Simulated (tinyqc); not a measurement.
Raising the sheet density: Gamma, L and X subbands of a thin body with non-parabolic valleys.

Hard walls, flat band, c = hbar^2/2m0, energies from the bulk Gamma edge. For a valley at angle theta to the normal 1/m_z = cos^2/ml + sin^2/mt and m_d = sqrt(ml mt^2/m_z). Subband n starts at E_v + e with e (1 + a e) = c (n pi/t)^2/m_z, and its density-of-states mass is taken as m_d (1 + 2 a e), without further growth at higher in-plane energy. Groups are named by valley and degeneracy.

n_i = g m/(2 pi c) kB T ln(1 + exp((EF - E_i)/kB T)), sum n_i = Ns (1e12/cm^2 = 1e-4/angstrom^2), c = hbar^2/2m0. Quantum capacitance Cq = 1602.176634 sum g m/(2 pi c) f_i in microfarad/cm^2 with f_i = 1/(1 + exp((E_i - EF)/kB T)); Cox = 34.5313/eot (one gate); C/Cox = Cq/(Cq + Cox), the centroid term left out.

Constants: hbar^2/2m0 = 3.80998211 eV angstrom^2; kB = 8.617333262e-05 eV/K.

Parameters, chosen for this exercise (near those of a thin InP channel; not measured data):

| symbol | value | unit | meaning |
|---|---|---|---|
| face | 100 |  | surface |
| mG | 0.0804 | m0 | Gamma mass |
| aG | 0.61 | 1/eV | Gamma non-parabolicity |
| EL | 0.652 | eV | L edge above Gamma |
| mL | (1.692, 0.101) | m0 | L valleys (four, along <111>): ml, mt |
| EX | 0.997 | eV | X edge above Gamma |
| mX | (0.868, 0.262) | m0 | X valleys (three, along <100>): ml, mt |
| aS | 0.38 | 1/eV | non-parabolicity of L and X |
| t | 32 | angstrom | body thickness |
| T | 300 | K | temperature |
| eot | 12 | angstrom | equivalent oxide thickness |
| Nl | (0.5, 1, 2, 4, 7, 11, 16) | x 1e12/cm^2 | sheet densities |

Fixed thickness, n = 1 to 8 of all groups; the gate overdrive above the lowest edge is (EF - E_lowest)/e + 0.1602177 Ns/Cox in volts.

Results:

| Ns (1e12/cm^2) | EF - lowest (eV) | Gamma share (%) | Cq | C/Cox | overdrive (V) |
|---|---|---|---|---|---|
| 0.5 | -0.019 | 100.0 | 2.56 | 0.471 | 0.009 |
| 1.0 | 0.005 | 100.0 | 4.28 | 0.598 | 0.061 |
| 2.0 | 0.035 | 100.0 | 6.22 | 0.684 | 0.146 |
| 4.0 | 0.081 | 100.0 | 7.50 | 0.723 | 0.304 |
| 7.0 | 0.143 | 100.0 | 7.79 | 0.730 | 0.533 |
| 11.0 | 0.225 | 100.0 | 7.83 | 0.731 | 0.838 |
| 16.0 | 0.327 | 99.9 | 7.92 | 0.733 | 1.218 |

The lowest subband is G1 n=1. At the highest density band filling takes 0.327 V of the 1.218 V overdrive. Cq grows from 2.6 to 7.9 microfarad/cm^2 while EF moves from -0.019 to +0.327 eV against the lowest edge; the Gamma share stays near 100 %.

(tinyqc, `OMP_NUM_THREADS=1 python tinyqc.py 1280143 1280144 out.jsonl`, Intel(R) Xeon(R) Processor @ 2.30GHz, 1 thread, shared host, about 0.08 s.)
